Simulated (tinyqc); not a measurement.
Semiconductor laser, carrier and photon rate equations: two steps of the calculation.

Carrier density N and photon density S in one mode: dN/dt = F1 = eta I/(q V) - (A N + B N^2 + C N^3) - vg g S; dS/dt = F2 = G vg g S + G be B N^2 - S/tp, with g = g0 ln(N/Ntr)/(1 + ec S). Output power P = Fo Eph S V/(G tp). No heating, no carrier transport.

Values chosen for this exercise:
```
symbol    value    unit                                      meaning
V       1.1e-11    cm^3                                active volume
G         0.079                                   confinement factor
vg       7.25e9    cm/s                               group velocity
g0         1600    1/cm                             gain coefficient
Ntr      1.2e18   cm^-3                         transparency density
ec      1.5e-17    cm^3                             gain compression
tp          3.4      ps                              photon lifetime
A         4.1e7     1/s             defect recombination coefficient
B       1.2e-10  cm^3/s                        radiative coefficient
C       4.6e-29  cm^6/s                            Auger coefficient
be       8.4e-5          share of spontaneous emission into the mode
eta        0.87                                 injection efficiency
I           6.7      mA                                drive current
dt            3      ps                                    time step
```

Constants: q = 1.602176634e-19 C. Results are converted to the units shown.

Problem 1. Threshold. gth = 1/(G vg tp), Nth = Ntr exp(gth/g0), Ith = q V (A Nth + B Nth^2 + C Nth^3)/eta. Above it S is near G tp eta (I - Ith)/(q V). Carrier lifetime at threshold Nth/(A Nth + B Nth^2 + C Nth^3).

Wanted: gth; Nth; Ith; estimate of S; carrier lifetime.

Solution 1.

gth = 513.5 1/cm
Nth = 1.654e18 cm^-3
Ith = 1.224 mA
estimate of S = 7.260e14 cm^-3
carrier lifetime = 2.737 ns

Problem 2. One Runge-Kutta step of a transient. y = (N, S), k1 = F(y), k2 = F(y + dt k1/2), k3 = F(y + dt k2/2), k4 = F(y + dt k3), y(new) = y + dt (k1 + 2 k2 + 2 k3 + k4)/6.

(N, S) at the start: N (1e18 cm^-3) 1.693, S (1e15 cm^-3) 0.362

Find: slopes per ps, N in 1e18 and S in 1e15 cm^-3; (N, S) after the step.

Solution 2.

slopes per ps, N in 1e18 and S in 1e15 cm^-3:
```
       dN/dt     dS/dt
k1  0.001233  0.007092
k2  0.001185  0.007653
k3  0.001182  0.007654
k4  0.001130  0.008235
```

(N, S) after the step: N (1e18 cm^-3) 1.697, S (1e15 cm^-3) 0.3850

Program tinyqc, `OMP_NUM_THREADS=1 python tinyqc.py 2840040 2840041 out.jsonl`; Intel Xeon 2.30GHz, shared host, one thread, about 0.01 s.
